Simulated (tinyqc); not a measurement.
# Koster-Slater impurity in a tight-binding band, by Green functions and by supercells, step by step

A worked calculation. Computed by tinyqc, a small Python program that keeps every step. Command: `OMP_NUM_THREADS=1 python tinyqc.py 3004791 3004792 out.jsonl kosterslater walk`. One thread of a shared host (Intel(R) Xeon(R) Processor @ 2.30GHz), about 0.02 s of CPU time with the checks. Intermediate numbers are printed to about 7 digits and carried at full precision; extremes and crossings named in words are read from the listed rows.

One orbital per site, e(k) = -2 t sum cos(k_i) over 1 direction(s), band from -2 t to 2 t, lattice constant 1. One site has the extra energy U. Spin is left out.

Inputs (values chosen for the exercise, for a model band):

| quantity | value | unit |
|---|---|---|
| hopping t | 0.77 | eV |
| impurity potential U | 0.542 | eV |
| supercell edge N | 4 | sites |
| energy inside the band E | -0.114 | eV |
| broadening eta | 0.12 | eV |
| impurity concentration c | 0.0005 | per site |

Lattice: chain.

Constants: hbar = 6.582119569e-16 eV s.

## The host Green function outside the band

Outside the band G0(E) = sign(E)/sqrt(E^2 - 4 t^2). A bound state solves 1/U = G0(E). Energies: 0.05, 0.2, 0.5, 1, 2, 4 and 8 t beyond the band edge on the side of U, rounded to four digits.

Scan on the side of U:

| E (eV) | G0 (1/eV) | 1/U - G0 (1/eV) |
|---|---|---|
| 1.578 | 2.905161 | -1.060142 |
| 1.694 | 1.416999 | 0.428019 |
| 1.925 | 0.865801 | 0.979218 |
| 2.310 | 0.580797 | 1.264222 |
| 3.080 | 0.374903 | 1.470116 |
| 4.620 | 0.229580 | 1.615438 |
| 7.700 | 0.132548 | 1.712470 |

G0 diverges at the band edge, so any U binds a state.

## The bound state

Bisection in ln(distance from the edge) between 1e-5 t and |U| + t. Weight on the impurity site: -1/(U^2 dG0/dE), by a central difference with step min(1e-4 t, distance/30). Decay length along an axis: 1/arccosh(1 + distance/(2 t)).

level E_b = 1.632594 eV

distance from the band edge = 0.09259425 eV

weight on the impurity site = 0.3319868

decay length = 2.898049 sites

The state is shared between the impurity and its surroundings.

## Green function inside the band

Inside the band G0(z), z = E + i eta, comes from the chain form 1/(sqrt(y - 2t) sqrt(y + 2t)) (principal roots) at y = z.

G0(E + i eta) = -0.0037420-0.6491262i 1/eV

## Scattering

T = U/(1 - U G0); phase shift delta = -arg(1 - U G0) in (-pi, pi]; host density of states -Im G0/pi; on the impurity -Im[G0/(1 - U G0)]/pi; lifetime of a band state hbar/(-2 c Im T).

T matrix = 0.4815383-0.1690750i eV

phase shift delta = -0.3376671 rad

host density of states = 0.2066233 1/eV

density of states on the impurity = 0.1832023 1/eV

scattering lifetime = 3893.018 fs

The Born approximation would take Im T = U^2 Im G0 = -0.191 eV, 1.13 times the full value.

## The supercell Hamiltonian at Gamma

H_ij = -t for each bond from i to j, images included (two bonds add when N = 2); H_11 = U; sites are numbered with the last coordinate running fastest. Diagonalise.

H (eV), lower triangle (symmetric):
```
        1       2       3      4
1   0.542
2  -0.770   0.000
3   0.000  -0.770   0.000
4  -0.770   0.000  -0.770  0.000
```

levels (eV): -1.430291  0.000000  0.262867  1.709424

## The level in the supercell

In a periodic cell of N sites along each direction with Bloch vector K, the level solves 1/U = N^-d sum_k 1/(E - e(k)), k_i = (2 pi m_i + K_i)/N, m_i = 0..N-1; the outermost root on the side of U is taken (bisection). d is the number of directions. Gamma means K_i = 0, the zone corner K_i = pi, the quarter point K_i = pi/2. The error is measured against the isolated level E_b.

level at Gamma = 1.709424 eV

level at the corner = 1.393159 eV

level at the quarter point = 1.601199 eV

error at Gamma = 0.07683001 eV

width between Gamma and the corner = 0.3162652 eV

Images turn the level into a band 0.316 eV wide; the quarter point misses the isolated level by -0.031 eV, against 0.077 eV at Gamma.

## Convergence with cell size

Even N; errors against the isolated level E_b, set to 0 below 1e-6 t.

Error of the level (eV):

| N | sites | Gamma | corner | quarter point |
|---|---|---|---|---|
| 4 | 4 | 7.683001e-02 | -2.394352e-01 | -3.139493e-02 |
| 6 | 6 | 3.701409e-02 | -7.889767e-02 | -6.389396e-03 |
| 8 | 8 | 1.910902e-02 | -3.139493e-02 | -1.493591e-03 |
| 12 | 12 | 5.246230e-03 | -6.389396e-03 | -9.143667e-05 |
| 16 | 16 | 1.392527e-03 | -1.493591e-03 | -5.765647e-06 |
| 24 | 24 | 9.078857e-05 | -9.143667e-05 | 0 |

The error at Gamma falls exponentially, between the last two resolved rows by exp(-0.341) per site against 1/(decay length) = 0.345. Gamma and the corner err in opposite directions. Among the sizes listed an error below 1 meV is first reached at N = 24 at Gamma; at the quarter point N = 12 is enough.

## Phase shift across the band

delta/pi = -arg(1 - U G0)/pi counts the states added below E (Friedel); host DOS = -Im G0/pi, DOS on the impurity = -Im[G0/(1 - U G0)]/pi; 13 evenly spaced energies from -(band edge + |U| + 2t) to +(band edge + |U| + 2t).

Across the spectrum:

| E (eV) | Re G0 (1/eV) | host DOS (1/eV) | DOS on the impurity (1/eV) | delta/pi |
|---|---|---|---|---|
| -3.622000 | -0.3044929 | 0.0039186 | 0.0028869 | -0.0018230 |
| -3.018333 | -0.3839698 | 0.0065643 | 0.0044972 | -0.0029449 |
| -2.414667 | -0.5331989 | 0.0141774 | 0.0085299 | -0.0059607 |
| -1.811000 | -0.9775302 | 0.0716501 | 0.0304216 | -0.0253313 |
| -1.207333 | -0.1528098 | 0.3190903 | 0.2174067 | -0.1480342 |
| -0.603667 | -0.0251217 | 0.2234446 | 0.1906241 | -0.1143001 |
| 0.000000 | 0.0000000 | 0.2060701 | 0.1834800 | -0.1074176 |
| 0.603667 | 0.0251217 | 0.2234446 | 0.1999128 | -0.1171814 |
| 1.207333 | 0.1528098 | 0.3190903 | 0.2807856 | -0.1702344 |
| 1.811000 | 0.9775302 | 0.0716501 | 0.3036635 | -0.0808127 |
| 2.414667 | 0.5331989 | 0.0141774 | 0.0280123 | -0.0108033 |
| 3.018333 | 0.3839698 | 0.0065643 | 0.0104659 | -0.0044926 |
| 3.622000 | 0.3044929 | 0.0039186 | 0.0056204 | -0.0025436 |

delta/pi starts and ends near zero (-0.002 and -0.003): the impurity moves states but creates none. The level lies only 0.8 eta outside the band, so the broadening smears its step. delta/pi is negative in the band, down to -0.17 among these rows (-1 just below the level for small eta), and the lost state returns at the level above the band (1.633 eV).

Checks made by the program: closed form sqrt(U^2 + 4 t^2) (relative difference below 1e-10); diagonalisation against the k sum (relative difference below 1e-10).
